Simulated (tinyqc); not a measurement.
Inside a calculation. Method: harmonic frequencies on the RHF/sto-6g surface (energies and gradients from PySCF), for H2, spin multiplicity 1. One step of it, computed by the program tinyqc.

Question. Normal modes. Diagonalise H_ij / sqrt(m_i m_j); the 5 smallest eigenvalues belong to translations and rotations; wavenumber = sqrt(eigenvalue / 1822.888) x 219474.63; each mode has its largest component positive (the first on a tie); zero-point energy = sum of wavenumbers / 2, with 349.755 1/cm per kcal/mol.

Hessian (symmetrised) (hartree/bohr^2), lower triangle:
```
             1Hx          1Hy          1Hz         2Hx         2Hy         2Hz
1Hx   0.00000089
1Hy   0.00000000   0.00000089
1Hz   0.00000000   0.00000000   0.57564026
2Hx  -0.00000089   0.00000000   0.00000000  0.00000089
2Hy   0.00000000  -0.00000089   0.00000000  0.00000000  0.00000089
2Hz   0.00000000   0.00000000  -0.57564026  0.00000000  0.00000000  0.57564026
```

masses (u): 1H 1.007825, 2H 1.007825

Give: eigenvalues of the mass-weighted Hessian; harmonic wavenumbers of the vibrations; mass-weighted modes; zero-point energy.

Answer.

eigenvalues of the mass-weighted Hessian (hartree/(bohr^2 u)): 0.0000  0.0000  0.0000  0.0000  0.0000  1.1423

harmonic wavenumbers of the vibrations (1/cm): 5494.2

mass-weighted modes:
```
      mode 1
1Hx   0.0000
1Hy   0.0000
1Hz   0.7071
2Hx   0.0000
2Hy   0.0000
2Hz  -0.7071
```

zero-point energy = 7.8543 kcal/mol
